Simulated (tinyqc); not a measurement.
Thresholds of impact ionisation and Auger recombination from band masses: sweeps and comparisons. A value that a table varies takes the place of the one given here.

Parabolic bands, no phonon. At threshold the three slow carriers share one velocity. With M their total mass and m4 the mass of the fast carrier, the fast carrier has the kinetic energy E_T = G M/(M - m4) and the slow ones together E_a = G m4/(M - m4), the activation energy of the Auger rate. CCCH (fast electron): G = Eg, M = 2 me + mh, m4 = me. CHHS (hole into the split-off band): G = Eg - Dso, M = 2 mh + me, m4 = ms; this form holds for Eg > Dso (below, the process needs about Dso - Eg and is marked by a dash). CHHL (hole into the light band): G = Eg, M = 2 mh + me, m4 = ml. CHHH (fast heavy hole): G = Eg, M = 2 mh + me, m4 = mh.

Non-parabolic fast electron: E (1 + alpha E) = c k^2/me with alpha = (1 - me)^2/Eg; the slow carriers stay parabolic, so E_T = Eg + me E_T (1 + alpha E_T)/M, M = 2 me + mh (the root between Eg and 1.9 Eg).

Constants: kB = 8.617333262e-05 eV/K; hc = 1239.841984 eV nm.

Inputs chosen for the exercise (near those of InAs, gap at low temperature and not tied to T; shifted at random, so the results belong to these values and not to a real crystal):

| symbol | value | unit | meaning |
|---|---|---|---|
| Eg | 0.423 | eV | gap at Gamma to the s-like level |
| Dso | 0.402 | eV | spin-orbit splitting |
| me | 0.0261 | m0 | electron mass at Gamma |
| mh | 0.4 | m0 | heavy-hole mass |
| ms | 0.148 | m0 | split-off mass |
| ml | 0.027 | m0 | light-hole mass |
| T | 250 | K | temperature |

## The gap of an alloy series

Eg is varied with me and ml proportional to it; mh, ms and Dso are kept. E_a of three processes; wavelength hc/Eg.

Results:

| Eg (eV) | wavelength (micrometre) | me | CCCH (meV) | CCCH non-parabolic (meV) | CHHS (meV) | CHHL (meV) | log10 exp(-E_a/kT), non-parabolic |
|---|---|---|---|---|---|---|---|
| 0.127 | 9.76 | 0.0078 | 2.4 | 5.0 | - | 1.3 | -0.10 |
| 0.212 | 5.85 | 0.0131 | 6.7 | 14.2 | - | 3.6 | -0.29 |
| 0.317 | 3.91 | 0.0196 | 14.8 | 32.0 | - | 8.0 | -0.65 |
| 0.423 | 2.93 | 0.0261 | 25.9 | 57.6 | 4.6 | 14.3 | -1.16 |
| 0.529 | 2.34 | 0.0326 | 39.9 | 91.3 | 27.5 | 22.4 | -1.84 |
| 0.677 | 1.83 | 0.0418 | 64.0 | 152.2 | 58.7 | 36.6 | -3.07 |
| 0.846 | 1.47 | 0.0522 | 97.7 | 243.0 | 93.3 | 57.2 | -4.90 |

How do the results move?

E_a of CCCH goes nearly as Eg^2 (power 1.95 over the table), as both G and me grow; the non-parabolic value goes with the power 2.04, and its Boltzmann factor spans 4.8 decades; rows with E_a far above kT are formal, since phonon-assisted processes and side valleys rule there. CHHS is resonant at Eg = Dso = 0.402 eV, with no activation, and is the easiest process near there; it has the lowest E_a of the parabolic values for Eg = 0.423 eV.

## The mass ratio

mu = me/mh is varied; thresholds in units of Eg for ionisation started by an electron, (1 + 2 mu)/(1 + mu), and by a heavy hole, (2 + mu)/(1 + mu).

Results:

| mu | electron (Eg) | hole (Eg) | electron (eV) | hole (eV) |
|---|---|---|---|---|
| 0.043 | 1.0412 | 1.9588 | 0.440 | 0.829 |
| 0.065 | 1.0610 | 1.9390 | 0.449 | 0.820 |
| 0.680 | 1.4048 | 1.5952 | 0.594 | 0.675 |
| 0.970 | 1.4924 | 1.5076 | 0.631 | 0.638 |
| 1.000 | 1.5000 | 1.5000 | 0.634 | 0.634 |
| 1.300 | 1.5652 | 1.4348 | 0.662 | 0.607 |
| 1.800 | 1.6429 | 1.3571 | 0.695 | 0.574 |

What can be read from the table?

The two thresholds add up to 3 Eg in every row and are equal, 3/2 Eg, at mu = 1. The lighter carrier has the lower threshold; in the first row the two differ by 0.388 eV, which would favour one carrier in avalanche multiplication. Real ionisation rates depend on the whole band structure and can be nearly equal although the edge masses differ.

## What each parameter does

Activation energies. Each row changes one parameter from the base and keeps the others.

Results:

| case | CCCH (meV) | CCCH non-parabolic (meV) | CHHL (meV) |
|---|---|---|---|
| base | 25.91 | 57.64 | 14.29 |
| Eg = 0.3807 eV | 23.32 | 51.88 | 12.86 |
| Dso = 0.4422 eV | 25.91 | 57.64 | 14.29 |
| me = 0.0235 m0 | 23.47 | 51.65 | 14.34 |
| mh = 0.44 m0 | 23.69 | 52.02 | 12.99 |
| ms = 0.1628 m0 | 25.91 | 57.64 | 14.29 |
| ml = 0.0243 m0 | 25.91 | 57.64 | 12.82 |

What does this show?

The largest shifts from the base row, up to three for each result and ties (the steps differ in size, so this ranks the rows, not the parameters). CCCH (meV): Eg -2.59, me -2.44, mh -2.22; unchanged at the printed digits by Dso, ms and ml. CCCH non-parabolic (meV): me -5.98, Eg -5.76, mh -5.62; unchanged at the printed digits by Dso, ms and ml. CHHL (meV): ml -1.47, Eg -1.43, mh -1.30; unchanged at the printed digits by Dso and ms.

Program tinyqc; command `OMP_NUM_THREADS=1 python tinyqc.py 1850590 1850591 out.jsonl`; about 0.01 s on one thread of a shared Intel(R) Xeon(R) Processor @ 2.30GHz.
